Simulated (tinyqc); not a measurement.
From one set of inputs to another, one input at a time: inversion-layer mobility, back-scattering and ballistic limit of a field-effect transistor. Computed by tinyqc, a small Python program. Command: `OMP_NUM_THREADS=1 python tinyqc.py 3026206 3026207 out.jsonl mos ladder`. One thread of a shared host (Intel(R) Xeon(R) Processor @ 2.30GHz), about 0.02 s of CPU time with the checks.

The charge at the top of the source barrier is fixed by the gate; series resistance and short-channel effects are left out. F_j are Fermi integrals normalised to exp(eta) in the classical limit.

The inputs printed are set A. Set A is modelled on a 4H-SiC n-channel; the values taken over come from a set modelled on a silicon p-channel. Inputs not listed in the table keep their values of set A, so the rows need not describe a real material.

Inputs (values chosen for the exercise, modelled on a 4H-SiC n-channel):
```
quantity                                       value        unit
transport mass m                                 0.3         m_0
valley degeneracy g_v                              3           -
weight w of the inversion charge                 0.5           -
permittivity eps                                 9.7           -
phonon mobility at 1 MV/cm and 300 K, mu_ph       94  cm^2/(V s)
roughness mobility at 1 MV/cm, mu_sr              52  cm^2/(V s)
Coulomb mobility at N_inv = 1e12/cm^2, mu_C       42  cm^2/(V s)
electrical oxide thickness t_inv                 5.7          nm
depletion charge N_dep                       9.2e+11      1/cm^2
gate overdrive V_G - V_T                         0.7           V
drain voltage V_D                               0.53           V
channel length L                                 220          nm
exponent a of the critical length               0.57           -
temperature T                                     77           K
```

Statistics at the top of the barrier: Fermi-Dirac.

Constants: eps_0 = 8.8541878128e-12 F/m; e = 1.602176634e-19 C; m_0 = 9.1093837015e-31 kg; k_B = 1.380649e-23 J/K; hbar = 1.054571817e-34 J s; k_B = 8.617333262e-05 eV/K.

Method:
- N_inv = 3.9 eps_0 (V_G - V_T)/(e t_inv); effective field E_eff = e (N_dep + w N_inv)/(eps eps_0).
- mu_phonon = mu_ph (E_eff/1 MV/cm)^(-0.3) (T/300 K)^(-1.75); mu_rough = mu_sr (E_eff/1 MV/cm)^(-2); mu_Coulomb = mu_C (N_inv/1e12 cm^-2) (T/300 K); Matthiessen's rule adds 1/mu.
- F_j(eta) = (1/Gamma(j + 1)) int_0^infinity x^j/(1 + exp(x - eta)) dx, F_0 = ln(1 + exp(eta)). Integrals over x = E/(k_B T) use 160 Gauss-Legendre points in u = sqrt(x) from 0 to sqrt(max(eta, 0) + 32).
- Ballistic channel: N_2D = g_v m k_B T/(pi hbar^2), U = e V_D/(k_B T); eta_F solves N_inv = (N_2D/2)[F_0(eta_F) + F_0(eta_F - U)]; v_T = sqrt(2 k_B T/(pi m)); I/W = e (N_2D/2) v_T [F_1/2(eta_F) - F_1/2(eta_F - U)]; injection velocity v_T F_1/2(eta_F)/F_0(eta_F).
- Mean free path lambda = (2 k_B T/e)(mu/v_T) F_0(eta_0)/F_-1/2(eta_0), with eta_0 from N_inv = N_2D F_0(eta_0); critical length l = L (1 + U)^(-a), an empirical rule; back-scattering r = l/(l + lambda). Then eta solves N_inv = (N_2D/2)[(1 + r) F_0(eta) + (1 - r) F_0(eta - U)] and I/W = e (N_2D/2) v_T (1 - r)[F_1/2(eta) - F_1/2(eta - U)].
- Ballistic ratio: I over the ballistic current. Apparent mobility 1/(1/mu + 1/mu_B), mu_B = mu L/lambda.

Each row keeps all changes above it:
```
input moved                                           from     to  ballistic ratio  ballistic current I/W (microampere/micrometre)  injection velocity (1e7 cm/s)
set A                                                    -      -          0.01987                                           280.0                          0.660
electrical oxide thickness t_inv (nm)                  5.7    3.4          0.02879                                           548.6                          0.772
channel length L (nm)                                  220    830          0.00779                                           548.6                          0.772
drain voltage V_D (V)                                 0.53   0.62          0.00850                                           548.6                          0.772
roughness mobility at 1 MV/cm, mu_sr (cm^2/(V s))       52    130          0.00987                                           548.6                          0.772
temperature T (K)                                       77    300          0.01183                                           794.5                          1.117
depletion charge N_dep (1/cm^2)                    9.2e+11  4e+12          0.00755                                           794.5                          1.117
gate overdrive V_G - V_T (V)                           0.7   0.54          0.00759                                           595.6                          1.086
```

Ballistic ratio goes from 0.0199 to 0.00759, a factor 0.382 in all. The largest single move comes from channel length L (a factor 0.271), and electrical oxide thickness t_inv works against it (a factor 1.45). Ballistic current I/W goes from 280 to 596, a factor 2.13 in all. The largest single move comes from electrical oxide thickness t_inv (a factor 1.96), and gate overdrive V_G - V_T works against it (a factor 0.750). Injection velocity goes from 0.660 to 1.09, a factor 1.64 in all. The largest single move comes from temperature T (a factor 1.45). The single moves hold for this order of the switches; the total does not depend on the order.

Extremes, crossings and ranges named in words are read from the listed rows.
